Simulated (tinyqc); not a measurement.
Franz-Keldysh effect at a direct gap: one step. Electro-optic energy and length. Three cases, with inputs chosen for the exercise.

Task: For each hole band give mr, th and the length th/(e Fd).

Parabolic bands, vertical transitions, no excitons. For each hole band j: mr = me mj/(me + mj); joint density of states J_j(E) = (mr/c)^(3/2) sqrt(E - Eg)/(2 pi^2), both spins, c = hbar^2/2m0; averaged matrix element |e.p|^2 = m0 Ep/6; alpha_j(E) = 4 pi^2 alpha_f c Ep J_j/(3 nr E) in 1/angstrom (alpha_f the fine-structure constant, listed as alpha among the constants), times 1e8 for 1/cm.

In a field Fd (1 kV/cm = 1e-5 V/angstrom) the electro-optic energy of band j is th = (c (e Fd)^2/mr)^(1/3), and sqrt(E - Eg) in J_j is replaced by pi sqrt(th) [Ai'(b)^2 - b Ai(b)^2] with b = (Eg - E)/th; Ai is the Airy function.

Constants: hbar^2/2m0 = 3.80998211 eV angstrom^2; fine-structure constant alpha = 0.007297352564.

Case 1.

Values chosen (near those of GaAs; the results hold for these values, not for the real material): Eg = 1.396 eV (direct gap); me = 0.0645 m0 (electron mass); mhh = 0.492 m0 (heavy-hole mass); mlh = 0.0824 m0 (light-hole mass); Ep = 25 eV (Kane energy); nr = 3.53 (refractive index); Fd = 190 kV/cm (uniform field).

Case 2.

Values chosen (near those of InGaAs; the results hold for these values, not for the real material): Eg = 0.729 eV (direct gap); me = 0.0423 m0 (electron mass); mhh = 0.478 m0 (heavy-hole mass); mlh = 0.051 m0 (light-hole mass); Ep = 23.5 eV (Kane energy); nr = 3.57 (refractive index); Fd = 95 kV/cm (uniform field).

Case 3.

Values chosen (near those of InP; the results hold for these values, not for the real material): Eg = 1.369 eV (direct gap); me = 0.0805 m0 (electron mass); mhh = 0.574 m0 (heavy-hole mass); mlh = 0.091 m0 (light-hole mass); Ep = 20.7 eV (Kane energy); nr = 3.37 (refractive index); Fd = 110 kV/cm (uniform field).

Give: Scales.

Result:

Case 1.

Scales:
```
hole   mr (m0)  th (meV)  length (angstrom)
heavy  0.05702    62.248               32.8
light  0.03618    72.442               38.1
```

The light-hole pair has th larger by a factor 1.164, the cube root of the ratio of reduced masses.

Case 2.

Scales:
```
hole   mr (m0)  th (meV)  length (angstrom)
heavy  0.03886    44.561               46.9
light  0.02312    52.980               55.8
```

The light-hole pair has th larger by a factor 1.189, the cube root of the ratio of reduced masses.

Case 3.

Scales:
```
hole   mr (m0)  th (meV)  length (angstrom)
heavy  0.07060    40.269               36.6
light  0.04271    47.611               43.3
```

The light-hole pair has th larger by a factor 1.182, the cube root of the ratio of reduced masses.

Computed by tinyqc, one run a case: `OMP_NUM_THREADS=1 python tinyqc.py N N+1 out.jsonl` with N = 1682474, 1682517, 1682575; one thread of a shared Intel(R) Xeon(R) Processor @ 2.30GHz, about 0.01 s a run at most.
